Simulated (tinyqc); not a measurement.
Strain-driven roughening and islands of a mismatched epitaxial film: one step, computed by the program tinyqc. Command: `OMP_NUM_THREADS=1 python tinyqc.py 3007523 3007524 out.jsonl island walk`. One thread of a shared host (Intel(R) Xeon(R) Processor @ 2.30GHz), about 0.01 s of CPU time with the checks.

Film and substrate share isotropic elastic constants; the film is coherent and biaxially strained.

Question. Asaro-Tiller-Grinfeld instability. A ripple A cos(k x) has the surface chemical potential per volume [gamma k^2 - 2 (1 + nu) w k] A cos(k x), so k_c = 2 (1 + nu) w/gamma. With surface diffusion the amplitude grows at the rate q = B k^2 [2 (1 + nu) w k - gamma k^2], fastest at k_m = (3/4) k_c. B is the surface mobility.

Inputs (values chosen for the exercise, modelled on InAs on InP): Poisson ratio nu = 0.31; surface energy gamma = 0.734 J/m^2; surface mobility D_s nu_s Omega^2/(k_B T) = 1.9e-34 m^6/(J s).

Transport: surface diffusion.

energy density w = 113.4070 MJ/m^3

Give: k_c; critical wavelength; fastest wavelength; growth time 1/q at k_m.

Answer.

k_c = 0.4048 1/nm

critical wavelength = 15.52 nm

fastest wavelength = 20.70 nm

growth time 1/q at k_m = 2.532 s
